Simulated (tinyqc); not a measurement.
Small-signal admittance of a forward-biased p+-n diode: one step of the calculation.

Holes injected into a neutral base of width wb with an ohmic contact at its end; low injection, p0 far above the equilibrium density. A small voltage v exp(i w t), w = 2 pi f, modulates the edge density by p0 v/Vt, and the small-signal density obeys Dp d2p/dx2 = (1/tau + i w) p.

Task. The same by finite differences. 7 equal intervals, h = wb/7; u = small-signal density over its edge value, u_0 = 1, u_7 = 0; u_(i-1) + b u_i + u_(i+1) = 0 with b = -2 - h^2 (1/tau + i w)/Dp; Y = (q Dp p0/(Vt h)) (-b/2 - u_1), which includes the half box at the edge.

Values chosen for this exercise; permittivity close to that of silicon: temperature T = 300 K; hole diffusion coefficient Dp = 5.6 cm^2/s; hole lifetime tau = 3e-7 s; width of the neutral base wb = 6.1 um; excess hole density at the junction edge p0 = 7.9e13 cm^-3; signal frequency f = 6.7e6 Hz.

Constants: q = 1.602176634e-19 C, kB = 1.380649e-23 J/K, Vt = kB T/q. Results are converted to the units shown.

Find: b; u; Y on the mesh.

Result.

b = -2.005-0.057i
u, node 1 to 6: 0.8278-0.0967i  0.6648-0.1466i  0.5131-0.1592i  0.3729-0.1432i  0.2426-0.1065i  0.1194-0.0566i
Y on the mesh = 5.491+3.940i S/cm^2

tinyqc, about 0.01 s, one thread, Intel Xeon 2.30GHz (shared host): `OMP_NUM_THREADS=1 python tinyqc.py 2890163 2890164 out.jsonl`
